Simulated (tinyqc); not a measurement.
Grain-boundary trapping model (Seto) of a polycrystalline semiconductor film: one step, computed by the program tinyqc. Command: `OMP_NUM_THREADS=1 python tinyqc.py 3025607 3025608 out.jsonl poly walk`. One thread of a shared host (Intel(R) Xeon(R) Processor @ 2.30GHz), about 0.01 s of CPU time with the checks.

Grains of equal size L are joined by thin boundaries with one trap level. Trapped carriers deplete a width W on each side and raise a barrier, crossed by thermionic emission. Dopants are fully ionised, statistics are non-degenerate and mu_g does not depend on T.

Question. Resistivity and effective mobility. Boundary: sigma_b = L e^2 n_0 exp(-e V_B/k_B T)/sqrt(2 pi m k_B T); drift through the grain, depleted parts included: rho_g = [(1 - 2W/L) + (2W/L) int_0^1 exp(y^2 s^2) ds]/(e n_0 mu_g); rho = 1/sigma_b + rho_g. Mean carrier density n_av = n_0 [(1 - 2W/L) + (2W/L) (sqrt(pi)/2) erf(y)/y], y = sqrt(e V_B/k_B T); effective mobility 1/(e n_av rho).

Inputs (values chosen for the exercise, modelled on polycrystalline germanium): effective mass m = 0.22 m_0; grain size L = 100 nm; doping N = 5.9e+18 1/cm^3; mobility inside the grains mu_g = 610 cm^2/(V s); temperature T = 250 K.

Grain interior: resistance included.

depletion width W = 2.965932 nm

barrier V_B = 0.02934850 V

E_F = 0.004823238 eV

centre density n_0 = 5.90e+18 1/cm^3

Constants: k_B = 8.617333262e-05 eV/K; m_0 = 9.1093837015e-31 kg; k_B = 1.380649e-23 J/K; e = 1.602176634e-19 C.

Give: boundary resistivity; drift resistivity rho_g; resistivity rho; mean carrier density; effective mobility.

Answer.

boundary resistivity = 0.0016999 ohm cm

drift resistivity rho_g = 0.0018083 ohm cm

resistivity rho = 0.0035082 ohm cm

mean carrier density = 5.7895e+18 1/cm^3

effective mobility = 307.30 cm^2/(V s)

A single crystal with the same N and mu_g would have 0.00173 ohm cm, a factor 2.02 lower. Caution: E_F is within 2 k_B T of the band edge, so non-degenerate statistics fail, and tunnelling through so thin a barrier adds to the current. Caution: e V_B is below 2 k_B T, where the depletion approximation fails and the mean density does not balance the trapped charge.
